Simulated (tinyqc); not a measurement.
MOS inversion layer, Poisson-Schroedinger loop: one step of the calculation.

Electrons confined at an insulator interface at z = 0, treated as a hard wall; parabolic valleys, Hartree approximation, no image or exchange terms. The depletion charge lies far deeper than the electrons and gives a uniform field q Nd/(eps0 eps_r); the gate balances all charge. Energies are counted from the band edge at the interface.

Question. Density, output potential and mixing. n_i = sum_k N_k |psi_k|^2 (converted to cm^-3). Hartree part by Gauss: on the interval before node i the electrons still beyond are S_i = Ns - hz sum_(j<i) n_j, and U_i = U_(i-1) + q S_i hz/(eps0 eps_r) in eV, U_0 = 0 at the interface. Mixing: U(new) = U + a (U(out) - U).

Values chosen for this exercise; masses and permittivity close to those of silicon (100):
- eps_r = 11.7 (relative permittivity)
- Ns = 3.3e11 cm^-2 (sheet density of electrons)
- a = 0.3 (mixing factor)

Constants: q = 1.602176634e-19 C, eps0 = 8.8541878128e-14 F/cm where lengths are in cm. Results are converted to the units shown.

```
node,z (nm),self-consistent potential U at the start (eV),|psi|^2 of A1 (1/nm),|psi|^2 of A2 (1/nm),|psi|^2 of B1 (1/nm),|psi|^2 of B2 (1/nm)
1,1.3,0,0.32446247,0.22351242,0.08459912,0.07769937
2,2.6,0,0.32024565,0.00343810,0.20401679,0.10009688
3,3.9,0,0.10461437,0.24977887,0.21674438,0.01412970
4,5.2,0,0.01785386,0.21506632,0.14795696,0.02326249
5,6.5,0,0.00190604,0.06557545,0.07412748,0.12088607
6,7.8,0,0.00014045,0.01067716,0.02915168,0.16926984
7,9.1,0,0.00000761,0.00109947,0.00937263,0.13669864
8,10.4,0,0.00000032,0.00007866,0.00253225,0.07744815
9,11.7,0,0.00000001,0.00000415,0.00058648,0.03360126
10,13,0,0.00000000,0.00000017,0.00011822,0.01172717
11,14.3,0,0.00000000,0.00000001,0.00002098,0.00339444
12,15.6,0,0.00000000,0.00000000,0.00000330,0.00082749
13,16.9,0,0.00000000,0.00000000,0.00000045,0.00016670
14,18.2,0,0.00000000,0.00000000,0.00000005,0.00002257
```

N_k (cm^-2): A1 2.3631356e11, A2 8.1357040e10, B1 1.0791858e10, B2 1.5375398e9

Find: n; U(out); U after round 1.

Answer.

```
node,n (1e17 cm^-3),U(out) (eV),U after round 1 (1e-3 eV)
1,9.5892,0.006635,1.9905
2,7.8314,0.010763,3.2290
3,4.7404,0.012845,3.8535
4,2.3349,0.013688,4.1063
5,0.6771,0.013920,4.1760
6,0.1477,0.013975,4.1926
7,0.0403,0.013992,4.1976
8,0.0153,0.013998,4.1995
9,0.0058,0.014000,4.2001
10,0.0019,0.014001,4.2003
11,0.0005,0.014001,4.2004
12,0.0001,0.014001,4.2004
13,0.0000,0.014001,4.2004
14,0.0000,0.014001,4.2004
```

Computed by the program tinyqc: `OMP_NUM_THREADS=1 python tinyqc.py 2160104 2160105 out.jsonl`, one thread of a shared Intel Xeon 2.30GHz, about 0.9 s for the whole run.
